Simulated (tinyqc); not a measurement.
Bond unit of a tetrahedral oxide and its oxygen vacancy in tight binding, step by step. Values are carried at full precision from step to step, so a last printed digit may differ when a step is redone from the rounded ones.

Two sp3 hybrids h1, h2 at eh = (es + 3 ep)/4 point at one oxygen with orbitals s, px, py, pz; x joins the two cations, z bisects the angle phi, and th = (180 - phi)/2. With u = hbar^2/(m d^2) = 2c/d^2, c = hbar^2/2m0: Vhs = -(1.32 + sqrt3 x 1.42) u/2 and Vhp = (1.42 + sqrt3 x 2.22) u/2. <h|s> = Vhs for both; <h1|px> = Vhp cos(th), <h2|px> = -Vhp cos(th); <h|pz> = Vhp sin(th) for both; py is a lone pair. The unit holds 8 electrons. Coupling between units, which widens the levels into bands, is left out.

Constants: hbar^2/2m0 = 3.80998211 eV angstrom^2.

Values chosen for the exercise (near tabulated values for SiO2; the results hold for these values, not for the real material):
- es = -14.93 eV (s level of the cation)
- ep = -7.66 eV (p level of the cation)
- eos = -34.35 eV (s level of oxygen)
- eop = -16.64 eV (p level of oxygen)
- d = 1.6 angstrom (cation-oxygen distance)
- phi = 155 degrees (bond angle at oxygen)
- R = 2.55 angstrom (cation-cation distance across the vacancy)

## Level and couplings

Form eh, u, Vhs, Vhp and th.

eh (hybrid level) = -9.4775 eV
u = 2.9765 eV

Vhs, Vhp (eV): -5.6250  7.8360

th = 12.5 degrees

## The matrix

Fill it in.

H (eV), lower triangle:
```
         h1       h2         s        px        py        pz
h1  -9.4775
h2        0  -9.4775
s   -5.6250  -5.6250  -34.3500
px   7.6502  -7.6502         0  -16.6400
py        0        0         0         0  -16.6400
pz   1.6960   1.6960         0         0         0  -16.6400
```

## Levels, weights and charge

Diagonalise; the four lowest levels are filled. The excess of electrons on oxygen is twice the oxygen weight of the filled levels less 6.

levels (eV): -36.6994  -24.4551  -17.1470  -16.6400  -6.6212  -1.6624

weights:
```
    level 1  level 2  level 3  level 4  level 5  level 6
h1    0.040    0.171    0.021    0.000    0.439    0.329
h2    0.040    0.171    0.021    0.000    0.439    0.329
s     0.919    0.000    0.009    0.000    0.072    0.000
px    0.000    0.657    0.000    0.000    0.000    0.343
py    0.000    0.000    0.000    1.000    0.000    0.000
pz    0.001    0.000    0.949    0.000    0.050    0.000
```

highest filled to lowest empty = 10.0188 eV
excess electrons on oxygen = 1.069

The highest filled level is the py orbital of oxygen (100 %) and the lowest empty one is 88 % cation hybrid, even under exchange of the two cations. The spacing is that of an isolated unit and exceeds the gap of the solid.

## The odd block in closed form

The combination (h1 - h2)/sqrt2 couples to px alone, with W2 = sqrt2 Vhp cos(th); W3 = (eh - eop)/2; levels (eh + eop)/2 -/+ sqrt(W2^2 + W3^2); polarity W3/sqrt(W2^2 + W3^2).

W2, W3 (eV): 10.8191  3.5812

levels of the odd block (eV): -24.4551  -1.6624

polarity = 0.3142

## The neutral oxygen vacancy

Without the oxygen the two hybrids face each other at distance R and couple by -V2, V2 = 3.22 x 2c/R^2, c = hbar^2/2m0: a bond at eh - V2 with two electrons and an antibond at eh + V2. Levels are measured from eop, the lone-pair level that stands for the top of the valence band.

Form V2 and the two levels above eop. R is a chosen distance; in real silica the neutral vacancy relaxes to about 2.5 angstrom.

V2 = 3.7734 eV

levels above eop (eV): bond 3.3891, lone hybrid 7.1625, antibond 10.9359

bond-antibond splitting = 7.5467 eV

The filled bond lies 3.39 eV above the lone pairs, so it can trap a hole; the antibond lies above the lowest empty level of the intact unit (10.02 eV). A lone hybrid, as in a dangling bond, sits at 7.16 eV.

## Checks

- Levels of the odd block against the full matrix: they agree to 1e-10 or better.

Run: tinyqc, `OMP_NUM_THREADS=1 python tinyqc.py 1482174 1482175 out.jsonl`; Intel(R) Xeon(R) Processor @ 2.30GHz, one thread, shared host; about 0.01 s of CPU time with all checks.
